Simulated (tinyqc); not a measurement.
Inside a calculation: static screening by free carriers. Values are carried at full precision from step to step, so a last printed digit may differ when a step is redone from the rounded ones.

kF = (3 pi^2 n/Mv)^(1/3), EF = c kF^2/m with c = hbar^2/2m0, n in 1/angstrom^3 (1e-24 per 1/cm^3), e2 = e^2/(4 pi eps0). Thomas-Fermi: qTF^2 = 6 pi e2 n/(eps EF). Debye: qD^2 = 4 pi e2 n/(eps kB T).

Constants: hbar^2/2m0 = 3.80998211 eV angstrom^2; e^2/(4 pi eps0) = 14.39964547 eV angstrom; kB = 8.617333262e-05 eV/K; a0 (Bohr radius) = 0.5291772105 angstrom.

Inputs chosen for the exercise (a free-electron density near that of Cu; not measured data): n = 8.51e+22 1/cm^3 (carrier density); m = 1 m0 (mass of one isotropic valley); Mv = 1 (valleys); eps = 1 (background dielectric constant); T = 300 K; q = 1.78 1/angstrom (wave vector).

## Fermi and screening wave vectors

Also the effective Bohr radius aB = a0 eps/m and rs = (3/(4 pi n))^(1/3)/aB.

kF = 1.3608 1/angstrom
EF at 0 K = 7055 meV
EF/kT = 273
qTF = 1.8094 1/angstrom
qD = 24.406 1/angstrom
aB = 0.5292 angstrom
rs = 2.67

The gas is degenerate, so the Thomas-Fermi value applies. With rs above 1 exchange and correlation, left out here, are not small.

## Lindhard function at one q

Lindhard at zero temperature: eps(q)/eps = 1 + (qTF/q)^2 L(x), x = q/(2 kF), L(x) = 1/2 + ((1 - x^2)/(4x)) ln|(1 + x)/(1 - x)|.

Compare with Thomas-Fermi, 1 + (qTF/q)^2.

x = 0.6540
L(x) = 0.8422
eps(q)/eps, Lindhard = 1.870
eps(q)/eps, Thomas-Fermi = 2.033

The carriers respond with 84 % of their long-wave strength at this q.

## Checks

- L(x) at x = 0.7 against the integral over the Fermi sphere: both 0.81595.

(tinyqc, `OMP_NUM_THREADS=1 python tinyqc.py 1652180 1652181 out.jsonl`, Intel(R) Xeon(R) Processor @ 2.30GHz, 1 thread, shared host, about 0.01 s.)
